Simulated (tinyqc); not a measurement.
## Field from the level spacing

Inverse problem. In a triangular well E_k = a_k (C F^2/mz1)^(1/3), a_1 = 2.338107, a_2 = 4.087949, C = hbar^2/(2 m0), F in eV/nm (1 MV/cm = 0.1 eV/nm). Find F, E_1, the mean distance 2 E_1/(3 F) of the lowest level and the sheet charge eps0 eps_r F/q behind such a field.

Values chosen for this exercise:

| symbol | value | unit | meaning |
|---|---|---|---|
| eps_r | 11.9 |  | relative permittivity |
| mz1 | 0.916 | m0 | mass along z of valley set A (2 valley(s)) |

Constants: q = 1.602176634e-19 C, hbar = 1.054571817e-34 J s, m0 = 9.1093837015e-31 kg, eps0 = 8.8541878128e-14 F/cm where lengths are in cm, hbar^2/(2 m0) = 0.0380998212 eV nm^2. Results are converted to the units shown.

spacing of the two lowest levels = 112.56447 meV

Answer. The spacing over a_2 - a_1 is the energy scale (C F^2/mz1)^(1/3), which gives F.

F = 0.8000 MV/cm
E_1 = 150.4 meV
mean distance = 1.253 nm
sheet charge over q = 5.261e12 cm^-2

Computed by the program tinyqc: `OMP_NUM_THREADS=1 python tinyqc.py 2160058 2160059 out.jsonl`, one thread of a shared Intel Xeon 2.30GHz, about 1 s for the whole run.
